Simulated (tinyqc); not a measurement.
Core-shell quantum dot (spherical envelope functions), step by step. Values are carried at full precision from step to step, so a last printed digit may differ when a step is redone from the rounded ones.

Parabolic bands; strain and other valleys are left out. s states, u = r psi, hard wall at R + H, c = hbar^2/2m0, energies from the band edges of the core. Core: u = sin(k1 r)/k1, k1 = sqrt(m1 E/c). At R, psi and psi'/m are continuous, so u is continuous and its slope in the shell is s = u/R + (m2/m1)(u' - u/R). Shell: u(R + x) = u(R) cos(k2 x) + s sin(k2 x)/k2, k2 = sqrt(m2 (E - V)/c); for negative arguments the functions turn into sinh and cosh. A level has u(R + H) = 0.

Constants: hbar^2/2m0 = 3.80998211 eV angstrom^2; e^2/(4 pi eps0) = 14.39964547 eV angstrom; hc = 1239.841984 eV nm.

Values chosen for the exercise (near those of a CdSe/CdS core-shell dot; not measured data):
- R = 20 angstrom (core radius)
- H = 11 angstrom (shell thickness)
- Vc = 0.293 eV (conduction edge of the shell above that of the core)
- me1 = 0.132 m0 (electron, core)
- me2 = 0.211 m0 (electron, shell)
- E = 0.318 eV (trial energy of the electron)
- Vv = 0.453 eV (hole barrier of the shell)
- mh1 = 0.463 m0 (hole, core)
- mh2 = 0.812 m0 (hole, shell)
- Eg = 1.719 eV (gap of the core)
- eps = 5.7 (dielectric constant)

## Shooting at a trial energy

Carry the electron solution outwards.

k1^2 = 0.011017 1/angstrom^2
k2^2 = 0.0013845 1/angstrom^2
u(R) = 8.227 angstrom
s = -1.0522
u(R + H) = -3.706 angstrom

u(R + H) is negative: one node has entered, so the lowest level lies below the trial energy.

## Ground states

Find the lowest root for electron and hole, and the share of u^2 inside the core.

Levels:

| carrier | E (eV) | share in the core |
|---|---|---|
| electron | 0.2771 | 0.792 |
| hole | 0.1187 | 0.936 |

The core holds 27 % of the volume. Both carriers sit mainly in the core, as the type I line-up favours.

## Overlap and Coulomb integrals

Overlap = (integral of u_e u_h)^2 with normalised u. Coulomb integrals J_ab = (q/eps) double integral of u_a(r)^2 u_b(s)^2/max(r, s), q = e^2/(4 pi eps0), one eps everywhere. Exciton E = Eg + E_e + E_h - J_eh; first-order biexciton shift J_ee + J_hh - 2 J_eh (positive: repulsive).

Integrate numerically.

overlap = 0.932

J_eh, J_ee, J_hh (meV): 158.5  147.0  174.0

## Exciton and biexciton

Give E, the wavelength hc/E and the biexciton shift.

E = 1.956 eV
wavelength = 634 nm
biexciton shift = 4 meV

At first order the shift is the Coulomb integral of the net charge density with itself and cannot be negative; correlation, left out here, lowers it, and may reverse a shift as small as this.

## Checks

- Level without offset and mass step against c (pi/(R + H))^2/m, eV: both 0.2964.
- J_ee in that case against 1.786 q/(eps (R + H)), meV: both 145.6.

Computed by tinyqc, a small Python program: `OMP_NUM_THREADS=1 python tinyqc.py 1282303 1282304 out.jsonl` (the numbers bound the seed that draws the inputs); one thread of a shared host (Intel(R) Xeon(R) Processor @ 2.30GHz), about 0.08 s for the whole set of steps.
